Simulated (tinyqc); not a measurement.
Threshold of a short bulk MOSFET: charge sharing, barrier lowering, narrow width: one step of the calculation.

n-channel device on a p-type body, depletion approximation, full ionisation. Uniform doping N = Na. Vbi from Boltzmann statistics is rough for the degenerate source. Cox = eps0 eox/tox.

Problem. Long-channel threshold and scales. ni = sqrt(Nc Nv) exp(-Eg/(2 Vt)), Eg in volts; 2 pB = 2 Vt ln(N/ni); flat band Vfb - Vt ln(N/Na); Wd = sqrt(2 eps0 eps_r (2 pB - Vbs)/(q N)); body term q N Wd/Cox; long-channel VT0 = flat band + 2 pB + body term; Vbi = Vt ln(N Nsd/ni^2); scale length l = sqrt((eps_r/eox) tox Wd).

Inputs (values chosen for the exercise); band and dielectric values close to those of silicon:
```
symbol    value   unit                                                                 meaning
T           300      K                                                             temperature
Eg         1.13     eV                                                                band gap
eps_r      11.9                                                          relative permittivity
Nc      2.85e19  cm^-3                                  conduction-band density of states at T
Nv      2.62e19  cm^-3                                     valence-band density of states at T
eox         3.9         relative permittivity of the gate insulator (close to silicon dioxide)
tox         4.6     nm                                                     insulator thickness
Na       9.7e17  cm^-3                                                          channel doping
Nsd        1e20  cm^-3                                                 source and drain doping
Vfb       -0.97      V                                     flat-band voltage for the doping Na
Vbs          -1      V                                                     body-source voltage
```

Constants: q = 1.602176634e-19 C, kB = 1.380649e-23 J/K, Vt = kB T/q, eps0 = 8.8541878128e-14 F/cm where lengths are in cm. Results are converted to the units shown.

Wanted: N; 2 pB; flat band; Wd; body term; VT0; Vbi; l.

Solution.

N = 9.7000e17 cm^-3
2 pB = 0.95740 V
flat band = -0.97000 V
Wd = 51.518 nm
body term = 1.0666 V
VT0 = 1.0540 V
Vbi = 1.0772 V
l = 26.891 nm

tinyqc, about 0.01 s, one thread, Intel Xeon 2.30GHz (shared host): `OMP_NUM_THREADS=1 python tinyqc.py 2002206 2002207 out.jsonl`
